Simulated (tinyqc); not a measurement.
Heated strip on a layer stack, thermal resistances with spreading: one step of the calculation.

A long strip of width ws dissipates Pw per length on three layers over a heat sink. Heat is taken to spread at 45 degrees, so the width of the flow grows by twice the depth: w1 = ws + 2 t1, w2 = w1 + 2 t2, w3 = w2 + 2 t3 at the bottoms of the layers. This is a rule of thumb, not a solution of the heat equation.

Problem. Temperatures. From the sink upward: Ta = T0 + Pw R3; across layer 2 the Kirchhoff transform gives Tb^(1-p) = Ta^(1-p) + (1 - p)(300 K)^(-p) Pw R2; Tc = Tb + Pw Rboundary; Tj = Tc + Pw R1. With constant k2, Tj would be T0 + Pw times the sum of the resistances.

Values chosen for this exercise; conductivities close to those of silicon dioxide (layer 1), silicon (layer 2) and solder (layer 3):
- T0 = 323 K (heat-sink temperature)
- Pw = 2.4 W/mm (power per length of the strip)
- k2 = 161 W/(m K) (conductivity of layer 2 at 300 K)
- p = 1.1 (exponent in k2(T) = k2 (300 K/T)^p)

resistance times length (K mm/W): layer 1 44.389487, boundary 2.8189911, layer 2 15.547866, layer 3 1.7192137

Find: temperatures; Tj with constant k2.

Solution.

temperatures (K): Ta 327.13, Tb 371.15, Tc 377.91, Tj 484.45
Tj with constant k2 = 477.74 K

The rise Tj - T0 is 161 K, 4.3 % above the value for constant k2.

Numbers from tinyqc (`OMP_NUM_THREADS=1 python tinyqc.py 2520007 2520008 out.jsonl`; about 0.01 s on one thread of a shared Intel Xeon 2.30GHz).
